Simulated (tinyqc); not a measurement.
What moves the zone average: special k points of the fcc lattice.

Lattice vectors in units of a: a1 = (0, 1/2, 1/2), a2 = (1/2, 0, 1/2), a3 = (1/2, 1/2, 0); reciprocal vectors b_i with a_i . b_j = 2 pi delta_ij. Mesh: k = sum_i f_i b_i with f_i = (2 j_i + shift)/(2 N), j_i = 0 .. N-1. The point group of the lattice has 48 operations; only those that map the mesh onto itself are used.

A_m(k) = sum over the m-th star of lattice vectors R of cos(k . R), stars in order of length: m = 1: |R|^2 = 0.5, 12 vectors, such as (1, 0, 0) in the basis a_i; m = 2: |R|^2 = 1, 6 vectors, such as (1, 1, -1) in the basis a_i; m = 3: |R|^2 = 1.5, 24 vectors, such as (2, 0, -1) in the basis a_i; m = 4: |R|^2 = 2, 12 vectors, such as (2, 0, 0) in the basis a_i; m = 5: |R|^2 = 2.5, 24 vectors, such as (2, 1, -1) in the basis a_i; m = 6: |R|^2 = 3, 8 vectors, such as (3, -1, -1) in the basis a_i. The zone mean of every A_m is zero.

Test function, the lower band of a two-band insulator: E(k) = -sqrt(D^2 + (e0 - t A_1(k))^2).

Values chosen for the exercise:
- D = 1.73 eV (half gap term)
- t = 0.17 eV (coupling)
- e0 = 0.81 eV (offset)
- N = 3 (points along each reciprocal vector)
- shift = 1 (half steps)

Mean of E over the mesh, and its error against the unshifted mesh with N = 24.

One parameter was then changed.

Results before and after:

| case | mean (eV) | error (meV) | irreducible points |
|---|---|---|---|
| base | -1.9914 | 0.09 | 6 |
| changed | -1.9905 | 0.96 | 4 |

Which of these changes was made? (a) N = 4; (b) D = 1.211 eV; (c) shift = 0; (d) t = 0.221 eV.
Answer: (c) shift = 0. Of the candidates, run in turn, only this one gives the changed row.

All candidates:

| case | mean (eV) | error (meV) | irreducible points |
|---|---|---|---|
| base | -1.9914 | 0.09 | 6 |
| N = 4 | -1.9915 | 0.00 | 10 |
| shift = 0 | -1.9905 | 0.96 | 4 |
| D = 1.211 eV | -1.5555 | 0.25 | 6 |
| t = 0.221 eV | -2.0460 | 0.43 | 6 |

Computed by tinyqc, a small Python program: `OMP_NUM_THREADS=1 python tinyqc.py 1650647 1650648 out.jsonl` (the numbers bound the seed that draws the inputs); one thread of a shared host (Intel(R) Xeon(R) Processor @ 2.30GHz), about 0.1 s for the whole set of steps.
